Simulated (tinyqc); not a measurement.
Inside a calculation. Model: surface segregation during layer-by-layer epitaxy: two-layer exchange kinetics and the shape of quantum wells and delta layers. Computed by tinyqc, a small Python program that keeps every step. Command: `OMP_NUM_THREADS=1 python tinyqc.py 3017785 3017786 out.jsonl mbeseg walk`. One thread of a shared host (Intel(R) Xeon(R) Processor @ 2.30GHz), about 0.02 s of CPU time with the checks. Intermediate numbers are printed to about 6 digits and carried at full precision; extremes and crossings named in words are read from the listed rows.

Atoms A and B exchange only between the growing layer and the one below it. B is supplied for N layers, then pure A follows.

Inputs (values chosen for the exercise, close to those used for phosphorus in silicon):

| quantity | value | unit |
|---|---|---|
| barrier E1 for B to move up | 1.75 | eV |
| segregation energy E_s | 0.43 | eV |
| attempt frequency nu | 10 | THz |
| growth rate G | 1.4 | layers/s |
| share x0 of B in the flux during the well | 0.063 | - |
| layers in the well N | 1 | - |
| layer thickness | 1.36 | angstrom |
| temperature T | 450 | C |

Constants: k_B = 8.617333262e-05 eV/K.

## Exchange rates

p1 = nu exp(-E1/(k_B T)) (B up, A down), p2 = nu exp(-(E1 + E_s)/(k_B T)) (B down); time per layer tau = 1/G; K = p1/p2. Temperatures in kelvin are T(C) + 273.15. Dilute equilibrium share passed up per layer R_eq = K/(1 + K).

p1 = 6.36645 1/s

p2 = 0.00641417 1/s

p1 tau = 4.54746

K = 992.560

R_eq = 0.998994

Exchange and growth compete.

## The second layer

Each layer is deposited complete with B share x_dep and then exchanges for the time tau = 1/G with the layer below, whose share is b (total c = s + b fixed): ds/dt = p1 b (1 - s) - p2 s (1 - b), s(0) = x_dep. With the roots s1 < s2 of the right side, (s - s1)/(s - s2) = [(s(0) - s1)/(s(0) - s2)] exp(-(p1 - p2)(s2 - s1) tau). The lower layer is then buried with c - s, and s becomes the b of the next layer. Layer 1 is deposited on pure A with share x0; with nothing to lift from below, take b = 0 and s(0) = x0 for it. Then layer 2 has x_dep = 0.

share in layer 1 after its exchange = 0.0629333

root s1 for layer 2 = 0.0628657

root s2 for layer 2 = 1.00208

share in layer 2 after its exchange = 0.0620385

share buried in layer 1 = 8.94816e-04

## Buried profile

In the dilute tail each layer passes up the share R = R_eq (1 - exp(-(p1 + p2) tau)); decay length = -layer thickness/ln R. Index 0 is the last layer of pure A below the well. Share of B outside the intended layers 1..N = 1 - (sum over 1..N)/(N x0).

Share of B:

| layer | intended | buried |
|---|---|---|
| 0 | 0.000 | 6.67082e-05 |
| 1 | 0.063 | 8.94816e-04 |
| 2 | 0.000 | 8.79490e-04 |
| 3 | 0.000 | 8.64506e-04 |
| 4 | 0.000 | 8.49855e-04 |
| 5 | 0.000 | 8.35527e-04 |
| 6 | 0.000 | 8.21512e-04 |
| 7 | 0.000 | 8.07800e-04 |
| 11 | 0.000 | 7.55825e-04 |
| 16 | 0.000 | 6.96733e-04 |
| 26 | 0.000 | 5.95062e-04 |

share passed up R = 0.988458

decay length = 117.154 angstrom

peak share (largest buried share) = 8.94816e-04

share of B outside the well = 0.985797

The peak reaches 1 % of x0. B is missing at the lower interface and trails into the cap. Caution: two-layer exchange with complete layers is a simplification that can understate segregation at low temperature; desorption, step-edge exchange and surfactants are left out.

## Kinetic against equilibrium segregation over temperature

R_eq = K/(1 + K).

Segregation:

| T (C) | p1 tau | R_eq | R | decay length (angstrom) | peak share |
|---|---|---|---|---|---|
| 330 | 1.70329e-02 | 0.999745 | 0.016889 | 3.33242e-01 | 6.19363e-02 |
| 370 | 1.38268e-01 | 0.999573 | 0.129131 | 6.64411e-01 | 5.48932e-02 |
| 410 | 8.78333e-01 | 0.999328 | 0.584377 | 2.53161e+00 | 2.66567e-02 |
| 450 | 4.54746e+00 | 0.998994 | 0.988458 | 1.17154e+02 | 8.94816e-04 |
| 490 | 1.98162e+01 | 0.998556 | 0.998556 | 9.40883e+02 | 9.70868e-05 |
| 530 | 7.45755e+01 | 0.998001 | 0.998001 | 6.79563e+02 | 1.34368e-04 |
| 570 | 2.47491e+02 | 0.997317 | 0.997317 | 5.06256e+02 | 1.80280e-04 |
| 610 | 7.36772e+02 | 0.996495 | 0.996495 | 3.87380e+02 | 2.35466e-04 |

The decay length peaks at 490 C among these rows: below, exchange is too slow; above, equilibrium rules and K = exp(E_s/(k_B T)) falls. p1 tau passes 1 between 410 and 450 C, below which sharp interfaces can be grown. Caution: decay lengths below one layer thickness are only formal.

Checks made by the program: closed form against integration of the exchange equation (relative difference below 1e-10); conservation of B (relative difference below 1e-10).
